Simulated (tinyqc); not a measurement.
Choosing the offset: vacuum evaporation: vapour pressure, source flux, thickness distribution, purity and step coverage. Computed by tinyqc, a small Python program. Command: `OMP_NUM_THREADS=1 python tinyqc.py 3114395 3114396 out.jsonl evap walk`. One thread of a shared host (Intel(R) Xeon(R) Processor @ 2.30GHz), about 0.01 s of CPU time with the checks.

Molecular flow, unit sticking of the metal, no re-evaporation. The background gas is taken as water vapour (18.015 g/mol, collision diameter 0.37 nm) at 300 K.

Inputs (values chosen for the exercise, modelled on gold, with constants for the liquid): directionality n = 2; source-to-wafer distance h = 24 cm; wafer radius R = 5 cm.

Method. Rotating wafer, source offset by s and facing upwards: thickness at radius r is the mean over the angle a of (1 + (r^2 + s^2 - 2 r s cos a)/h^2)^(-(n + 3)/2), by 360 equal steps; non-uniformity (max - min)/(max + min) over 21 radii from 0 to R. The curvature at the centre vanishes at s/h = sqrt(2/(n + 3)).

Against the offset:
```
s/h  centre thickness  edge over centre  non-uniformity (%)
0.0            1.0000            0.8992              5.3059
0.2            0.9066            0.9146              4.4590
0.4            0.6900            0.9517              2.4747
0.5            0.5724            0.9725              1.3949
0.6            0.4636            0.9919              0.4051
0.7            0.3690            1.0087              0.4345
0.8            0.2903            1.0223              1.1015
0.9            0.2269            1.0325              1.6008
1.1            0.1377            1.0446              2.1806
```

What follows from these numbers?

The best row, s/h = 0.6, has 0.41 % against 5.3 % on the axis, at the price of a rate lower by a factor 2.16; the small-wafer optimum is sqrt(2/(n + 3)) = 0.63.

Extremes, crossings and ranges named in words are read from the listed rows.
